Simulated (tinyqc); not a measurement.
Transient enhanced diffusion after implantation: plus-n interstitials, dissolving clusters and loss to the surface: one step, computed by the program tinyqc. Command: `OMP_NUM_THREADS=1 python tinyqc.py 3017165 3017166 out.jsonl ted walk`. One thread of a shared host (Intel(R) Xeon(R) Processor @ 2.30GHz), about 0.01 s of CPU time with the checks.

The implant leaves n Q interstitials in clusters at depth R_p. While clusters last they hold the free interstitials at a supersaturation S = C_I/C_I*; interstitials drain to the surface, and the part f_I of the dopant diffusion that uses interstitials speeds up in proportion to S.

Task: Duration and total effect at this temperature. The clusters last tau = n Q/J. If they dissolve fully at this T, the extra budget is (D/D* - 1) D* tau.

Inputs (values chosen for the exercise, modelled on boron in silicon): implant dose Q = 9.3e+13 1/cm^2; interstitials kept per ion n = 1; anneal (peak) temperature T = 850 C.

Anneal: isothermal.

flux J = 1.206060e+12 1/(cm^2 s)

enhancement D/D* = 1060.470

equilibrium diffusivity D* = 1.307007e-16 cm^2/s

Give: duration tau; extra budget if complete.

Result:

duration tau = 77.11 s

extra budget if complete = 1.068e-11 cm^2
